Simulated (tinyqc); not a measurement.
## Thermal resistances of a two-die stack

Problem. Heat leaves through the lower die only, and the system is linear. Find the resistance R1 from the lower die to the coolant, R2 between the dies, and the rise of the upper die when both are powered.

Inputs (values chosen for the exercise): power of the lower die P1 = 19 W; power of the upper die P2 = 3.6 W.

rises of the lower and upper die with only the lower one powered (K): [8.17, 8.17]
rises of the lower and upper die with only the upper one powered (K): [1.548, 2.196]

Answer. With only the lower die powered no heat crosses R2, so both dies rise by P1 R1; the difference in the second test is P2 R2; rises add.

R1 = 0.430 K/W
R2 = 0.180 K/W
rise of the upper die = 10.4 K

Numbers from tinyqc (`OMP_NUM_THREADS=1 python tinyqc.py 2162044 2162045 out.jsonl`; about 0.03 s on one thread of a shared Intel Xeon 2.30GHz).
